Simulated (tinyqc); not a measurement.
Isochronal anneals: hydrogen passivation of interface dangling bonds: competing passivation and dissociation with distributed barriers. Computed by tinyqc, a small Python program. Command: `OMP_NUM_THREADS=1 python tinyqc.py 3009979 3009980 out.jsonl passiv walk`. One thread of a shared host (Intel(R) Xeon(R) Processor @ 2.30GHz), about 0.02 s of CPU time with the checks.

P_b + H2 gives P_bH + H at the rate k_f [H2]; P_bH gives P_b + H at the rate k_d. All defects start unpassivated. E_f and E_d are Gaussian and independent.

Inputs (values chosen for the exercise, close to those used for P_b centres at the silicon-oxide interface):

| quantity | value | unit |
|---|---|---|
| passivation prefactor k_f0 | 2.4e-07 | cm^3/s |
| mean passivation barrier E_f | 1.52 | eV |
| spread sigma_f | 0.11 | eV |
| dissociation prefactor k_d0 | 5.1e+12 | 1/s |
| mean dissociation barrier E_d | 2.81 | eV |
| spread sigma_d | 0.092 | eV |
| H2 in the oxide per atm, solubility factor | 4.1e+17 | 1/(cm^3 atm) |
| hydrogen pressure p | 0.03 | atm |
| anneal time t | 340 | s |

Constants: k_B = 8.617333262e-05 eV/K.

Method:
- [H2] = solubility factor x p; a = k_f0 [H2] exp(-E_f/(k_B T)), d = k_d0 exp(-E_d/(k_B T)). For one pair of barriers the active share is y = [d + a exp(-(a + d) t)]/(a + d).
- Temperatures in kelvin are T(C) + 273.15.
- Average y over both Gaussians with 40 x 40 Gauss-Hermite points.
- Minimise the averaged y over T between 150 and 900 C: find where ln y is equal at T - 0.05 and T + 0.05 C; T is rounded to 0.1 C.

best temperature = 560.7 C

Active share after the time t:

| T (C) | a (1/s) | d (1/s) | single barriers | distributed |
|---|---|---|---|---|
| 200 | 1.9044e-07 | 5.9804e-18 | 9.9994e-01 | 9.9799e-01 |
| 250 | 6.7168e-06 | 4.3388e-15 | 9.9772e-01 | 9.7415e-01 |
| 300 | 1.2722e-04 | 9.9746e-13 | 9.5767e-01 | 8.4318e-01 |
| 350 | 1.5031e-03 | 9.5820e-11 | 5.9986e-01 | 5.2562e-01 |
| 400 | 1.2305e-02 | 4.6720e-09 | 1.5241e-02 | 1.8889e-01 |
| 450 | 7.5323e-02 | 1.3308e-07 | 1.7668e-06 | 3.3709e-02 |
| 500 | 3.6475e-01 | 2.4580e-06 | 6.7389e-06 | 2.8129e-03 |
| 600 | 4.9745e+00 | 3.0789e-04 | 6.1889e-05 | 3.7724e-04 |
| 700 | 3.9655e+01 | 1.4291e-02 | 3.6025e-04 | 1.5188e-03 |
| 800 | 2.1469e+02 | 3.2442e-01 | 1.5088e-03 | 4.8137e-03 |

The distributed share is least at 600 C among these rows, 3.8e-4, and the search puts the optimum at 560.7 C. On the cold side defects with high E_f survive; on the hot side dissociation, with the larger barrier, gains on passivation with an energy E_d - E_f = 1.29 eV. In that row single barriers give 6.2e-5, so the spread raises the floor. Caution: atomic hydrogen, which both passivates and depassivates, and further passivation during cooling are left out. Caution: shares below about 1e-3 in these rows are formal; measured passivation levels off well above them.

Extremes, crossings and ranges named in words are read from the listed rows.
